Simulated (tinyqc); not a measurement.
Floating body of a partially depleted SOI transistor: body voltage and kink: one step of the calculation.

Source at 0 V. Channel current Ic = 2 nf K Vt^2 [F(0) - F(Vd)](1 + la Vd), F(V) = ln^2(1 + exp((Vg - VT - nf V)/(2 nf Vt))), VT = VT0 - gb Vb. Saturation voltage Vs = 2 Vt sqrt(F(0)) + 3 Vt, excess Ve = (Vd - Vs + sqrt((Vd - Vs)^2 + 0.0004 V^2))/2, multiplication M1 = Ai Ve exp(-Bl/Ve). Each junction passes D(v) = J1 (exp(v/Vt) - 1) + J2 (exp(v/(2 Vt)) - 1). Bipolar current Ib = bb J1 (exp(Vb/Vt) - 1). The body settles where M1 (Ic + Ib) = D(Vb) + D(Vb - Vd) + Vb/Rb; drain current Id = (1 + M1)(Ic + Ib) - D(Vb - Vd).

Task. New Vb. Current into the body I_in = M1 (Ic + Ib) - D(Vb - Vd), current out I_out = D(Vb) + Vb/Rb; f = ln(I_in/I_out), s = df/dVb by central differences over 1e-5 V, Vb(new) = Vb - f/s.

Parameters, values chosen for the exercise; values of the order met in partially depleted silicon-on-insulator transistors: temperature T = 300 K; threshold at zero body voltage VT0 = 0.43 V; fall of the threshold per volt of body voltage gb = 0.22; slope factor nf = 1.42; gain factor per width K = 150 uA/(V^2 um); channel-length modulation factor la = 0.07 1/V; impact-ionisation prefactor Ai = 2.66 1/V; impact-ionisation voltage Bl = 7.5 V; diffusion saturation current of each junction J1 = 7.1e-12 uA/um; recombination saturation current of each junction J2 = 1.3e-8 uA/um; gain of the lateral bipolar transistor on the diffusion current bb = 0.5; resistance of a weak body tie to the source (1e9 stands for no tie, and the term is then dropped) Rb = 1e9 kohm um; gate voltage Vg = 0.64 V; drain voltage Vd = 1.2 V.

Constants: q = 1.602176634e-19 C, kB = 1.380649e-23 J/K, Vt = kB T/q. Results are converted to the units shown.

Vb after iteration 1 = 0.51418017 V

Find: Ic; Ve; M1; I_in; I_out; f; s; Vb after iteration 2.

Result.

Ic = 6.0108 uA/um
Ve = 0.89438 V
M1 = 5.4266e-4
I_in = 0.0032626 uA/um
I_out = 0.0033549 uA/um
f = -0.027870
s = -37.375 1/V
Vb after iteration 2 = 0.51343 V

Range of the model: The multiplication law is an empirical form chosen for the exercise; self-heating and capacitive coupling to the body are left out, and the linear laws are rough once Vb passes about 0.7 V or M1 about 0.1.

Numbers from tinyqc (`OMP_NUM_THREADS=1 python tinyqc.py 2182063 2182064 out.jsonl`; about 0.2 s on one thread of a shared Intel Xeon 2.30GHz).
